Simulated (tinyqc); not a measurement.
# Transistor under a ferroelectric capacitor (negative capacitance), static model, step by step

Numbers from tinyqc (`OMP_NUM_THREADS=1 python tinyqc.py 2860151 2860152 out.jsonl`; about 0.03 s on one thread of a shared Intel Xeon 2.30GHz). Printed values are rounded.

A ferroelectric film of thickness tf lies between the gate and an inner metal at potential v, which drives an ordinary transistor. One domain, P = Q (background permittivity neglected): Vg = v + tf (2 al Q + 4 be Q^3), al = -3 sqrt(3) Ec/(4 Pr), be = 3 sqrt(3) Ec/(8 Pr^3). Gate charge Q(v) = Qi + Cp v with the channel charge Qi = Cox n Vt ln(1 + exp((v - VT)/(n Vt))). Q in uC/cm^2, E in kV/cm; 1 nm times 1 kV/cm is 1e-4 V. Domains, leakage and the switching time are left out.

Inputs (values chosen for the exercise); Pr and Ec close to those of hafnium oxide based films:
- T = 300 K (temperature)
- Pr = 13 uC/cm^2 (remanent polarisation)
- Ec = 1500 kV/cm (coercive field)
- Cox = 2.4 uF/cm^2 (capacitance of the inner oxide)
- Cp = 0.83 uF/cm^2 (overlap capacitance per gate area)
- VT = 0.26 V (threshold of the inner transistor)
- n = 1.27 (subthreshold factor of the inner transistor)
- tf = 7.6 nm (ferroelectric thickness)
- Vg = 0.65 V (gate voltage)

Constants: q = 1.602176634e-19 C, kB = 1.380649e-23 J/K, Vt = kB T/q. Results are converted to the units shown.

## Landau coefficients and capacitance at zero charge

al = -3 sqrt(3) Ec/(4 Pr), be = 3 sqrt(3) Ec/(8 Pr^3); C_FE(0) = 1/(2 al tf); far below threshold the gain is 1/(1 + 2 al tf Cp) near Q = 0 and the swing n Vt ln 10/gain.

al = -149.8890 kV cm/uC
be = 0.4434586 kV cm^5/uC^3
C_FE(0) = -4.389213 uF/cm^2
gain near Q = 0 = 1.233198
swing = 61.30288 mV/decade

The swing is still above Vt ln 10 = 59.5 mV a decade; without the film it is 75.6.

## Gate voltage against inner potential

v, point 0 to 8 (V): [0, 0.15, 0.3, 0.45, 0.6, 0.75, 0.9, 1.05, 1.2]

Q(v) and Vg(v) as above. C = dQ/dv = Cox/(1 + exp(-(v - VT)/(n Vt))) + Cp; dVg/dv = 1 + C tf (2 al + 12 be Q^2); gain = dv/dVg.

Q, point 0 to 8 (uC/cm^2): [0.000029, 0.127216, 0.365414, 0.829741, 1.314003, 1.798500, 2.283000, 2.767500, 3.252000]
C, point 0 to 8 (uF/cm^2): [0.8308726, 0.9113181, 2.682244, 3.222662, 3.229924, 3.229999, 3.230000, 3.230000, 3.23]
Vg, point 0 to 8 (V): [-0.0000065, 0.1210190, 0.2168130, 0.2617291, 0.3036877, 0.3480880, 0.3959026, 0.4480521, 0.5054563]
dVg/dv, point 0 to 8: [0.8107012, 0.7924329, 0.3903495, 0.2747501, 0.2866768, 0.3063594, 0.3321916, 0.3641569, 0.4022551]

dVg/dv is positive at all listed points; its smallest value, 0.275, means a gain of 3.64. Minimising dVg/dv over v puts the thickness at which the fold first appears at 10.5 nm.

## Iteration 1: inner potential by Newton steps

v at the start = 0.65 V

f = v + tf (2 al Q + 4 be Q^3) - Vg, f' = 1 + C tf (2 al + 12 be Q^2) with C = Cox/(1 + exp(-(v - VT)/(n Vt))) + Cp; v(new) = v - f/f'.

Q = 1.475501 uC/cm^2
f = -0.3318346 V
f' = 0.2925485
v after iteration 1 = 1.784289 V

## Iteration 2: inner potential by Newton steps

As before.

Q = 5.139254 uC/cm^2
f = 0.1463961 V
f' = 0.6091300
v after iteration 2 = 1.543953 V

## Course of the iteration: inner potential by Newton steps

Stop when v changes by less than 1e-10 V, or after 30 iterations.

Course of the iteration:
```
iteration     v (V)  |change| (V)
1          1.784289          1.13
2          1.543953         0.240
3          1.520756        0.0232
4          1.520560       1.95e-4
5          1.520560       1.37e-8
6          1.520560       < 1e-12
```

Converged in 6 iterations. At the end the number of correct digits about doubles with each step. There dVg/dv = 0.504, a gain of 1.98.
